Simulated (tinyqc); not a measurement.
# Bulk resistivity and mean free path from two films

Problem. In the thick-film limit single-crystal films obey rho = rho0 (1 + 3 (1 - ps) lam/(8 d)). Find rho0, lam and the product rho0 lam.

Values chosen for this exercise:
- ps = 0 (specular share of surface scattering)

rho at d = 74 and 300 nm (uohm cm): [2.0428716, 1.7845750]

Solution. rho is a straight line in 1/d: the intercept is rho0 and the slope (3/8)(1 - ps) rho0 lam. Without ps only the product (1 - ps) lam could be found.

rho0 = 1.700 uohm cm
lam = 39.80 nm
rho0 lam = 67.66 uohm cm nm

Computed by the program tinyqc: `OMP_NUM_THREADS=1 python tinyqc.py 2100043 2100044 out.jsonl`, one thread of a shared Intel Xeon 2.30GHz, about 0.01 s for the whole run.
